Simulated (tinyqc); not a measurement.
Double-gate transistor below threshold, two-dimensional Poisson equation on a small mesh: one step of the calculation.

Half of a symmetric double-gate structure: row 0 is the mid-plane of the body, where the normal field vanishes. Mobile charge is neglected (subthreshold), the body is fully depleted, and potentials are counted from the intrinsic level; rows run upward to the gate, columns from source to drain.

Question. Gauss-Seidel sweep. Free nodes: rows 0..3, columns 1..5, taken row by row from row 0, left to right. t = (up psi(above) + dn psi(below) + lat [psi(left) + psi(right)] + s)/(up + dn + 2 lat), with the newest neighbours; psi(new) = t.

psi after iteration 1 (V):
```
	j=0	j=1	j=2	j=3	j=4	j=5	j=6
row 0	0.4600000	0.6163991	0.7827244	0.9493800	1.1160466	1.2827127	1.4600000
row 1	0.4600000	0.6116060	0.7776131	0.9442529	1.1109188	1.2775848	1.4600000
row 2	0.4600000	0.6093686	0.7751528	0.9417778	1.1084429	1.2751089	1.4600000
row 3	0.4600000	0.4496924	0.5489599	0.6529147	0.7570723	0.8612383	1.4600000
row 4	0.1800000	0.1800000	0.1800000	0.1800000	0.1800000	0.1800000	0.1800000
```

```
row	up	dn	lat	s (V)
0	43.875000	0	1.56	-0.48253675
1	43.875000	43.875000	3.12	-0.96507350
2	43.875000	43.875000	3.12	-0.96507350
3	28.125000	43.875000	3	-0.48253675
```

Wanted: psi after iteration 2.

Answer.

psi after iteration 2 (V):
```
	j=0	j=1	j=2	j=3	j=4	j=5	j=6
row 0	0.4600	0.6020	0.7672	0.9338	1.1005	1.2675	1.4600
row 1	0.4600	0.5963	0.7609	0.9274	1.0941	1.2614	1.4600
row 2	0.4600	0.5190	0.6497	0.7858	0.9223	1.0597	1.4600
row 3	0.4600	0.3895	0.4642	0.5477	0.6317	0.7352	1.4600
row 4	0.1800	0.1800	0.1800	0.1800	0.1800	0.1800	0.1800
```

Computed by the program tinyqc: `OMP_NUM_THREADS=1 python tinyqc.py 2480009 2480010 out.jsonl`, one thread of a shared Intel Xeon 2.30GHz, about 0.09 s for the whole run.
